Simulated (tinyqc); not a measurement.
Precursor delivery by bubblers, mass-transport growth and the solid composition of a III-V alloy. From molar flow 2 back to bubbler pressure p_b. Computed by tinyqc, a small Python program. Command: `OMP_NUM_THREADS=1 python tinyqc.py 3006922 3006923 out.jsonl movpe_thermo inv`. One thread of a shared host (Intel(R) Xeon(R) Processor @ 2.30GHz), about 0.01 s of CPU time with the checks.

1 sccm = 44.615 micromol/min; 1 torr = 133.322 Pa. The sources decompose fully at the surface.

Inputs (values chosen for the exercise, modelled on trimethylgallium (source 1) and trimethylindium (source 2) for the vapour pressures): bath temperature T1 = 267 K; bath temperature T2 = 288 K; carrier flow F1 = 5.3 sccm; carrier flow F2 = 75 sccm.

constants a, b of source 1 (log10 torr, K): [8.062, 1703]

constants a, b of source 2 (log10 torr, K): [10.48, 3014]

Method. log10 p_v = a - b/T_bath; molar flow = F x 44.615 x p_v/(p_b - p_v) for a saturated bubbler.

Task: A run gave the result below. Find the bubbler pressure p_b, known to lie between 750 and 1400 torr.

molar flow 2 = 4.186798 micromol/min

Result:

Each step takes the trial c = (a f_b - b f_a)/(f_b - f_a), f being the result less the target and a, b, c the logarithms of the listed values; c replaces end b, the old b replaces a if the sign of f changed, and otherwise f_a is halved.

Scan of the range:
```
bubbler pressure p_b (torr)  molar flow 2 (micromol/min)
750                                              4.62171
832                                              4.16564
923                                              3.75448
1020                                             3.39707
1140                                             3.03916
1260                                             2.74948
1400                                             2.47433
```

False position (Illinois rule, in the logarithm of the input) inside the bracket:
```
step    end a    end b    trial  molar flow 2 (micromol/min)
1     750.000  832.000  828.004                      4.18576
2     750.000  828.004  827.617                      4.18773
3     828.004  827.617  827.800                      4.18680
4     827.617  827.800  827.800                      4.18680
```

Molar flow 2 falls at every point of a 13-point scan of the range (every second point is shown), so one value fits; it is bracketed by 750 and 832. Answer: bubbler pressure p_b = 827.8 torr.
